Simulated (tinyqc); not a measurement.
Raising U: Hubbard chain of 6 sites, mean field against exact. Computed by the program tinyqc. 

one-body matrix (hopping and site energies) (eV):
```
,1,2,3,4,5,6
1,0.0000,-1.6800,0.0000,0.0000,0.0000,0.0000
2,-1.6800,0.0000,-1.6800,0.0000,0.0000,0.0000
3,0.0000,-1.6800,0.0000,-1.6800,0.0000,0.0000
4,0.0000,0.0000,-1.6800,0.0000,-1.6800,0.0000
5,0.0000,0.0000,0.0000,-1.6800,0.0000,-1.6800
6,0.0000,0.0000,0.0000,0.0000,-1.6800,0.0000
```

electrons, up and down: 3  3

Collinear unrestricted mean field (the lowest of 40 random starts) against exact diagonalisation.

Exact and mean-field results (eV):
```
U,U/t,E exact,E mean field,mean |n_up - n_down|,"double occupancy, exact",first gap in the sector
0.8400,0.5000,-10.539014,-10.479703,0.0000,0.2265,1.3309
1.6800,1.0000,-9.456541,-9.219703,0.0000,0.2031,1.1927
3.3600,2.0000,-7.637807,-6.799001,0.4041,0.1584,0.9720
5.0400,3.0000,-6.242993,-5.092300,0.6726,0.1197,0.8035
6.7200,4.0000,-5.195510,-3.985704,0.8030,0.0896,0.6738
10.0800,6.0000,-3.808075,-2.737040,0.9093,0.0522,0.4974
13.4400,8.0000,-2.970406,-2.073561,0.9485,0.0329,0.3889
20.1600,12.0000,-2.041865,-1.392196,0.9770,0.0160,0.2678
33.6000,20.0000,-1.245703,-0.838318,0.9917,0.0061,0.1635
```

In absolute terms mean field is worst at U/t = 4.0, 1.210 eV too high: at small U it is nearly exact, and at large U it misses only exchange-scale energies. Its local moments set in at U/t = 2.0 of those listed, a broken symmetry that the exact state of a finite cluster with equal spins does not have. Relative to the exact energy its error is 0.6 % at the smallest U, 33 % at most and 33 % at the largest. The double occupancy falls from 0.226 to 0.006; at the largest U the first gap is 0.49 times the exchange scale 4t^2/U.
